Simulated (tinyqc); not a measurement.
# Metal gate on a two-layer dielectric stack with fixed charge and a dipole, step by step

Numbers from tinyqc (`OMP_NUM_THREADS=1 python tinyqc.py 2010051 2010052 out.jsonl`; about 0.01 s on one thread of a shared Intel Xeon 2.30GHz). Printed values are rounded.

Gate, layer 2, layer 1, p-type semiconductor; x runs from the gate inwards. Charges are counted in units of +q. psi is the band bending at the surface, positive towards inversion. Classical charge, Boltzmann statistics, no interface traps.

Values chosen for this exercise; band and dielectric values close to those of silicon, layer 1 close to silicon dioxide, layer 2 close to zirconium oxide: temperature T = 300 K; band gap Eg = 1.12 eV; relative permittivity eps_r = 11.8; conduction-band density of states at T Nc = 2.8e19 cm^-3; valence-band density of states at T Nv = 2.64e19 cm^-3; electron affinity chi = 4.04 eV; acceptor density Na = 7e16 cm^-3; work function of the gate metal pM = 4.49 eV; thickness of layer 1, next to the semiconductor t1 = 0.7 nm; relative permittivity of layer 1 e1 = 3.83; thickness of layer 2, next to the gate t2 = 4.5 nm; relative permittivity of layer 2 e2 = 26; fixed charge at the semiconductor interface Q1 = 8e10 cm^-2; fixed charge between the layers Q2 = -3e11 cm^-2; uniform charge density in layer 1 r1 = 0 cm^-3; uniform charge density in layer 2 r2 = -1.2e18 cm^-3; flat-band shift by a dipole layer between the layers Vd = 0 V; band bending psi of the working point ps = 0.923 V.

Constants: q = 1.602176634e-19 C, kB = 1.380649e-23 J/K, Vt = kB T/q, eps0 = 8.8541878128e-14 F/cm where lengths are in cm. Results are converted to the units shown.

## Equivalent thickness and work-function difference

EOT = 3.9 (t1/e1 + t2/e2), Cox = eps0/(t1/e1 + t2/e2); phi_ms = pM - (chi + Eg - Vt ln(Nv/Na)).

EOT = 1.387794 nm
Cox = 2.488218 uF/cm^2
share of layer 1 in the EOT = 51.36165 %
phi_ms = -0.5166298 V

## Flat-band voltage, term by term

EOT = 3.9 (t1/e1 + t2/e2), Cox = eps0/(t1/e1 + t2/e2); phi_ms = pM - (chi + Eg - Vt ln(Nv/Na)). Vfb = phi_ms + Vd - (q/eps0) [Q1 (t1/e1 + t2/e2) + Q2 t2/e2 + r1 (t1^2/(2 e1) + t1 t2/e2) + r2 t2^2/(2 e2)]: each charge counts with its electrical distance from the gate.

terms (V): phi_ms -0.5166298, dipole 0.0000000, Q1 -0.0051512, Q2 0.0093955, r1 0.0000000, r2 0.0084560
Vfb = -0.5039295 V

Apart from phi_ms the largest term is that of Q2, 9.40 mV; all charges and the dipole together move Vfb by 12.7 mV.

## Threshold voltage

ni = sqrt(Nc Nv) exp(-Eg/(2 Vt)), Eg in volts, pB = Vt ln(Na/ni), Vth = Vfb + 2 pB + sqrt(4 q eps0 eps_r Na pB)/Cox.

ni = 1.063641e10 cm^-3
pB = 0.4058692 V
depletion charge = 0.1379249 uC/cm^2
Vth = 0.3632402 V

## Charge in the semiconductor

ni = sqrt(Nc Nv) exp(-Eg/(2 Vt)), Eg in volts. Qs = -sign(psi) sqrt(2 q eps0 eps_r Na Vt [exp(-u) + u - 1 + (ni/Na)^2 (exp(u) - u - 1)]), u = psi/Vt.

Qs = -0.2566031 uC/cm^2

The surface is in strong inversion: psi exceeds 2 Vt ln(Na/ni) = 0.812 V.

## Fields and voltage drops

Gauss: D = -Qs just inside the semiconductor; going towards the gate subtract q Q1, then q r1 t1, q Q2 and q r2 t2. Field = D/(eps0 e); the drop over a layer is its mean field times its thickness; Vg = phi_ms + Vd + psi + both drops.

```
place	D (uC/cm^2)	field (MV/cm)
layer 2, gate side	0.3783686	0.1643588
layer 2, inner side	0.2918510	0.1267766
layer 1, outer side	0.2437857	0.7188873
layer 1, semiconductor side	0.2437857	0.7188873
semiconductor surface	0.2566031	0.2456016
```

drop over layer 2 = 0.06550547 V
drop over layer 1 = 0.05032211 V
Vg = 0.5221978 V

The same Vg follows from Vfb + psi - Qs/Cox. The largest field, 0.719 MV/cm in size, is at: layer 1, outer side.
